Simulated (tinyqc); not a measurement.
Inside a calculation: finite square well with mass mismatch (envelope functions). Values are carried at full precision from step to step, so a last printed digit may differ when a step is redone from the rounded ones.

A square well of width L and depth V0, mass mw inside and mb outside, energies from the bottom of the well, c = hbar^2/2m0. k = sqrt(mw E/c), kappa = sqrt(mb (V0 - E)/c). psi and psi'/m are continuous at the walls (BenDaniel-Duke), so level n solves k L + 2 atan[(k/mw)/(kappa/mb)] = n pi.

Constants: hbar^2/2m0 = 3.80998211 eV angstrom^2.

Parameters, chosen for this exercise (near those of a non-polar GaN well in AlN; not measured data): L = 47 angstrom (well width); V0 = 1.975 eV (barrier height); mw = 0.2 m0 (mass in the well); mb = 0.333 m0 (mass in the barrier); alpha_w = 0.17 1/eV (non-parabolicity in the well); alpha_b = 0.25 1/eV (non-parabolicity in the barrier).

## How many levels are bound

At E = V0 the arctangent equals pi/2, so level n is bound if k0 L > (n - 1) pi with k0 = sqrt(mw V0/c). Compare with the infinitely deep well, E1(hard) = c (pi/L)^2/mw.

k0 = 0.32199 1/angstrom
k0 L/pi = 4.8171
number of bound levels = 5
E1(hard) = 0.0851 eV

The count does not depend on mb. One more level binds at L = 48.8 angstrom.

## The lowest level by bisection

f(E) = k L + 2 atan[(k/mw)/(kappa/mb)] - pi rises with E. Twelve halvings of [0, V0]: keep the half in which f changes sign.

Bisection:
```
step  low (eV)  high (eV)  midpoint (eV)        k    kappa        f
1      0.00000    1.97500        0.98750  0.22768  0.29378   9.3823
2      0.00000    0.98750        0.49375  0.16099  0.35981   5.7056
3      0.00000    0.49375        0.24688  0.11384  0.38864   3.1164
4      0.00000    0.24688        0.12344  0.08050  0.40228   1.2849
5      0.00000    0.12344        0.06172  0.05692  0.40893  -0.0109
6      0.06172    0.12344        0.09258  0.06971  0.40562   0.6923
7      0.06172    0.09258        0.07715  0.06364  0.40728   0.3584
8      0.06172    0.07715        0.06943  0.06037  0.40811   0.1789
9      0.06172    0.06943        0.06558  0.05867  0.40852   0.0854
10     0.06172    0.06558        0.06365  0.05780  0.40872   0.0376
11     0.06172    0.06365        0.06268  0.05736  0.40883   0.0134
12     0.06172    0.06268        0.06220  0.05714  0.40888   0.0013
```

After twelve halvings the bracket is V0/4096 = 0.482 meV wide.

## Bound levels

Solve the condition for each n (six at most). With A = cos(kL/2) for even and sin(kL/2) for odd levels, the probability in the barriers is Pb = (A^2/kappa)/(A^2/kappa + L/2 +/- sin(kL)/(2k)), + for even.

Levels:
```
n  parity  E (eV)  k (1/angstrom)  kappa (1/angstrom)      Pb
1    even  0.0621         0.05712             0.40888  0.0046
2     odd  0.2489         0.11430             0.38842  0.0182
3    even  0.5603         0.17150             0.35163  0.0411
4     odd  0.9942         0.22844             0.29279  0.0773
5    even  1.5371         0.28406             0.19563  0.1500
```

The lowest level lies at 73 % of the infinite-well value and decays into the barrier over 1/kappa = 2.4 angstrom. Above about 0.5 eV (from level 3 on) a parabolic band is a rough model.

## Mass in the plane and density of states

To first order in the in-plane energy, 1/m_par = (1 - Pb)/mw + Pb/mb for each subband. Each adds a step D = m_par/(2 pi c) to the density of states per area (spin included, one valley); 1/angstrom^2 = 1e16/cm^2.

Subbands:
```
n  m_par (m0)  D (1e13/(eV cm^2))
1      0.2004               8.370
2      0.2015               8.416
3      0.2033               8.494
4      0.2064               8.621
5      0.2127               8.887
```

## Levels with energy-dependent masses

Non-parabolic bands: mw is replaced by mw (1 + alpha_w E) and mb by mb (1 - alpha_b (V0 - E)), in k, kappa and the matching condition alike.

Solve the same condition with the energy-dependent masses, and list the shift from the parabolic levels that exist in both.

Levels:
```
n  E (eV)  mass inside  mass outside  shift (meV)
1  0.0668       0.2023        0.1741          4.6
2  0.2569       0.2087        0.1900          8.1
3  0.5469       0.2186        0.2141        -13.4
4  0.9109       0.2310        0.2444        -83.2
5  1.3261       0.2451        0.2790       -211.1
6  1.7654       0.2600        0.3156            -
```

Level 1 moves by +4.6 meV and level 5 by -211.1 meV. The lighter mass deep in the barrier hardens the wall for low levels; the heavier mass in the well wins higher up. The heavier mass inside raises k at E = V0, which binds further levels (1 of them among the six at most that are listed).

## Checks

- Lowest level by finite differences (200 cells across the well) against the matching condition, eV: both 0.0621.

Run: tinyqc, `OMP_NUM_THREADS=1 python tinyqc.py 1251224 1251225 out.jsonl`; Intel(R) Xeon(R) Processor @ 2.30GHz, one thread, shared host; about 0.01 s of CPU time with all checks.
